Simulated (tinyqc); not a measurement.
# From one set of inputs to another, one input at a time

Model: sheet resistance and Hall data of a diffused or implanted layer. Computed by tinyqc, a small Python program. Command: `OMP_NUM_THREADS=1 python tinyqc.py 3027619 3027620 out.jsonl layer ladder`. One thread of a shared host (Intel(R) Xeon(R) Processor @ 2.30GHz), about 0.01 s of CPU time with the checks.

Carriers are taken equal to the net active doping down to the junction (full ionisation, which deep dopants in wide-gap hosts do not reach; no spill-over, no depletion), and the Hall factor is 1.

The inputs printed are set A. Set A is modelled on silicon in GaN; the values taken over come from a set modelled on donors in germanium. Inputs not listed in the table keep their values of set A, so the rows need not describe a real material.

Inputs (values chosen for the exercise, modelled on silicon in GaN):
```
quantity,value,unit
mu_min,54.1,cm^2/(V s)
mu_max,1020,cm^2/(V s)
N_ref,2e+17,1/cm^3
exponent alpha,1,-
peak concentration N_0,1.2e+19,1/cm^3
length scale l,47,nm
background doping N_B (opposite type),7.7e+16,1/cm^3
```

Profile: box. Activation: complete.

Constants: e = 1.602176634e-19 C.

Method:
- N(x) = N_0 down to x_j = l, dose N_0 l.
- Mobility mu = mu_min + (mu_max - mu_min)/(1 + (N_t/N_ref)^alpha), N_t = active doping + N_B; carriers n = active doping - N_B, all dopants active.
- Integrals from x_0 (0 unless stated) to x_j by the midpoint rule on 400 even intervals: 1/R_s = e int n mu dx; sheet density n_s = int n dx; Hall sheet density (int n mu dx)^2/int n mu^2 dx; Hall mobility int n mu^2 dx/int n mu dx.
- Mean conductivity 1/(R_s x_j); mean mobility 1/(e n_s R_s).

Each row keeps all changes above it:
```
input moved,from,to,sheet resistance R_s (ohm),junction depth x_j (nm),mean conductivity 1/(R_s x_j) (S/cm)
set A,-,-,1594.9,47,133.40
length scale l (nm),47,150,499.7,150,133.40
background doping N_B (opposite type) (1/cm^3),7.7e+16,2e+16,496.8,150,134.18
peak concentration N_0 (1/cm^3),1.2e+19,6e+17,2476.5,150,26.92
N_ref (1/cm^3),2e+17,1.2e+17,3404.4,150,19.58
mu_min (cm^2/(V s)),54.1,299,1724.9,150,38.65
mu_max (cm^2/(V s)),1020,3840,821.6,150,81.14
```

Which inputs carry the difference?

Sheet resistance R_s goes from 1590 to 822, a factor 0.515 in all. The largest single move comes from peak concentration N_0 (a factor 4.98), but it runs against the net change; the largest move in the direction of the net change is length scale l (a factor 0.313). Junction depth x_j goes from 47.0 to 150, a factor 3.19 in all. The largest single move comes from length scale l (a factor 3.19). Mean conductivity 1/(R_s x_j) goes from 133 to 81.1, a factor 0.608 in all. The largest single move comes from peak concentration N_0 (a factor 0.201), and mu_max works against it (a factor 2.10). The single moves hold for this order of the switches; the total does not depend on the order.

Caution (rows peak concentration N_0, N_ref, mu_min, mu_max): the layer is not thick against surface and junction depletion widths, which remove carriers that this model counts.

Extremes, crossings and ranges named in words are read from the listed rows.
